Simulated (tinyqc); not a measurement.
Bandgap voltage reference from two bipolar transistors: two steps of the calculation.

Two transistors of area 1 and N carry the same current I. Is(T) = Is (T/T0)^eta exp[(Vg0 q/kB)(1/T0 - 1/T)], VBE1 = Vt ln(I/Is(T)) + I rb, VBE2 = Vt ln(I/(N Is(T))) + I rb/N. The amplifier forces I R1(T) = VBE1 - VBE2 + Vos, with R(T) = R (1 + tc (T - T0)) for both resistors, and the output is Vref = VBE1 + I R2(T). Base currents and the Early effect are neglected.

Parameters, values chosen for the exercise; values of the order met in silicon bipolar transistors: reference temperature T0 = 323 K; band-gap voltage extrapolated to 0 K Vg0 = 1.187 V; temperature exponent of the saturation current eta = 4.2; saturation current of the unit transistor at T0 Is = 1.7e-18 A; area ratio of the second transistor N = 8; resistor across which the difference of VBE falls, at T0 R1 = 12 kohm; temperature coefficient of both resistors tc = 0 ppm/K; offset of the amplifier Vos = -1 mV; series resistance of the unit transistor rb = 81 ohm; output resistor at T0 R2 = 100.4 kohm.

Constants: q = 1.602176634e-19 C, kB = 1.380649e-23 J/K. Results are converted to the units shown.

Task 1. Operating point at the reference temperature. Vt = kB T/q; I = (Vt ln N + Vos)/(R1(T) - rb (1 - 1/N)). Evaluate at T = T0.

Give: Vt; I; Is(T); VBE1; I R2; Vref.

Result 1.

Vt = 0.027834 V
I = 4.7681 uA
Is(T) = 1.7000e-18 A
VBE1 = 0.79817 V
I R2 = 0.47872 V
Vref = 1.2769 V

Task 2. Resistor for zero slope at T0, ideal case. With tc = 0, Vos = 0 and rb = 0 the current is proportional to T, dVBE/dT = (VBE - Vg0 - (eta - 1) Vt)/T, and Vref has zero slope at T0 when Vref = Vg0 + (eta - 1) Vt0. Find VBE1, its slope, that Vref, R2/R1 and the curvature d2Vref/dT2 = -(eta - 1) kB/(q T0).

Give: VBE1; dVBE/dT; Vref; R2/R1; curvature.

Result 2.

VBE1 = 0.79811 V
dVBE/dT = -1.4798 mV/K
Vref = 1.2761 V
R2/R1 = 8.2579
curvature = -0.85373 uV/K^2

tinyqc, about 0.02 s, one thread, Intel Xeon 2.30GHz (shared host): `OMP_NUM_THREADS=1 python tinyqc.py 2062011 2062012 out.jsonl`
